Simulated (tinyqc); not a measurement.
Worked calculation: plane-wave Kohn-Sham cycle with exchange-only LDA in a layered model solid. One step of it, computed by the program tinyqc.

Task: Iteration 1: levels at that k. Diagonalise the Hermitian matrix.

H (hartree), lower triangle:
```
,-3,-2,-1,+0,+1,+2,+3
-3,1.858216
-2,-0.205000,0.628784
-1,0.005000,-0.205000,-0.054234
+0,0.000000,0.005000,-0.205000,-0.190837
+1,0.000000,0.000000,0.005000,-0.205000,0.218973
+2,0.000000,0.000000,0.000000,0.005000,-0.205000,1.175198
+3,0.000000,0.000000,0.000000,0.000000,0.005000,-0.205000,2.677837
```

Give: eigenvalues.

Result:

eigenvalues (hartree): -0.3974  -0.0179  0.2815  0.6581  1.1916  1.8923  2.7057
